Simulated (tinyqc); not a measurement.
Heisenberg magnet: exchange from energy differences, ordering vector, linear spin waves and ordering temperature: one step, computed by the program tinyqc.

H = -sum over pairs <ij> J_ij S_i.S_j - K sum_i (S_i^z)^2, each pair once, J > 0 ferromagnetic. First neighbours: 6 at a (1, 0, 0), second: 12 at a (1, 1, 0), with all permutations and signs.

Question. Energies of ordered states. J(q) = J1 g1(q) + J2 g2(q), g_s(q) = sum over shell s of cos(q.R). A classical spiral or collinear state of wave vector Q has the exchange energy -(S^2/2) J(Q) per site.

Inputs (values chosen for the exercise, for a model magnet): exchange J1 = 1.22 meV; exchange J2 = 0.092 meV; spin S = 2.

Lattice: simple cubic.

Give: States, Q in 2 pi/a.

Answer.

States, Q in 2 pi/a:
```
Q                  g1  g2  energy (meV/site)
G (0, 0, 0)         6  12            -16.848
X (0.5, 0, 0)       2  -4             -4.144
M (0.5, 0.5, 0)    -2  -4              5.616
R (0.5, 0.5, 0.5)  -6  12             12.432
```

The lowest of these is G (0, 0, 0), 12.704 meV per site below X (0.5, 0, 0).
